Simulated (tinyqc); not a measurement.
Core-shell quantum dot (spherical envelope functions): sweeps and comparisons. A value that a table varies takes the place of the one given here.

Parabolic bands; strain and other valleys are left out. s states, u = r psi, hard wall at R + H, c = hbar^2/2m0, energies from the band edges of the core. Core: u = sin(k1 r)/k1, k1 = sqrt(m1 E/c). At R, psi and psi'/m are continuous, so u is continuous and its slope in the shell is s = u/R + (m2/m1)(u' - u/R). Shell: u(R + x) = u(R) cos(k2 x) + s sin(k2 x)/k2, k2 = sqrt(m2 (E - V)/c); for negative arguments the functions turn into sinh and cosh. A level has u(R + H) = 0.

Overlap = (integral of u_e u_h)^2 with normalised u. Coulomb integrals J_ab = (q/eps) double integral of u_a(r)^2 u_b(s)^2/max(r, s), q = e^2/(4 pi eps0), one eps everywhere. Exciton E = Eg + E_e + E_h - J_eh; first-order biexciton shift J_ee + J_hh - 2 J_eh (positive: repulsive).

Constants: hbar^2/2m0 = 3.80998211 eV angstrom^2; e^2/(4 pi eps0) = 14.39964547 eV angstrom; hc = 1239.841984 eV nm.

Parameters, chosen for this exercise (near those of a Ge/Si core-shell dot; not measured data): R = 13 angstrom (core radius); Vc = -0.05 eV (conduction edge of the shell above that of the core); Vv = 0.563 eV (hole barrier of the shell); me1 = 0.117 m0 (electron, core); me2 = 0.252 m0 (electron, shell); mh1 = 0.2 m0 (hole, core); mh2 = 0.388 m0 (hole, shell); Eg = 0.703 eV (gap of the core); eps = 13.8 (dielectric constant); Hs = (3, 9, 13, 20, 25, 46, 53) angstrom (shell thicknesses); H = 13 angstrom (shell thickness).

## Growing the shell

All quantities anew for each H.

Results:
```
H (angstrom)  E_e (eV)  E_h (eV)  electron in core  overlap  J_eh (meV)  E (eV)  biexciton shift (meV)
3               0.8223    0.5630             0.904    0.996       104.5   1.984                    0.2
9               0.3182    0.3942             0.577    0.947        83.1   1.332                    2.1
13              0.2027    0.3781             0.419    0.874        74.6   1.209                    4.9
20              0.1020    0.3722             0.244    0.703        63.3   1.114                   11.7
25              0.0633    0.3715             0.170    0.579        56.9   1.081                   17.0
46             -0.0043    0.3713             0.050    0.240        39.3   1.031                   35.4
53             -0.0137    0.3713             0.036    0.182        35.5   1.025                   39.7
```

How do the results move?

The line moves by -959 meV: the electron gives -836, the hole -192 and the weaker attraction +69 meV. Over the last step E_e moves by -9.4 meV and E_h by 0.0 meV; the electron level lies above the shell edge Vc, so at this thickness it still spreads with the shell; whether a thicker shell brings it below Vc depends on whether the core binds a level at all. The overlap goes from 0.996 to 0.182, which scales the radiative lifetime by 5.5 if the rate is proportional to it. Up to H = 13 angstrom E_e exceeds 0.15 Eg, where a parabolic band overstates it.

## What each parameter does

All quantities anew. Each row changes one parameter from the base and keeps the others.

Results:
```
case             E (eV)  overlap  electron in core  biexciton shift (meV)
base              1.209    0.874             0.419                    4.9
R = 10 angstrom   1.366    0.902             0.317                    4.9
H = 18 angstrom   1.133    0.754             0.283                    9.6
Vc = -0.15 eV     1.151    0.844             0.383                    6.0
Vv = 0.422 eV     1.167    0.916             0.419                    3.2
me2 = 0.315 m0    1.164    0.864             0.406                    5.3
mh1 = 0.16 m0     1.225    0.896             0.419                    3.7
eps = 15.9        1.219    0.874             0.419                    4.2
```

What does this show?

The largest shifts from the base row, up to three for each result and ties (the steps differ in size, so this ranks the rows, not the parameters). E (eV): R +0.157, H -0.076, Vc -0.058. overlap: H -0.120, Vv +0.042, Vc -0.030; unchanged at the printed digits by eps. electron in core: H -0.135, R -0.102, Vc -0.036; unchanged at the printed digits by Vv, mh1 and eps. biexciton shift (meV): H +4.7, Vv -1.6, mh1 -1.2, Vc +1.2; unchanged at the printed digits by R.

Program tinyqc; command `OMP_NUM_THREADS=1 python tinyqc.py 1252223 1252224 out.jsonl`; about 0.03 s on one thread of a shared Intel(R) Xeon(R) Processor @ 2.30GHz.
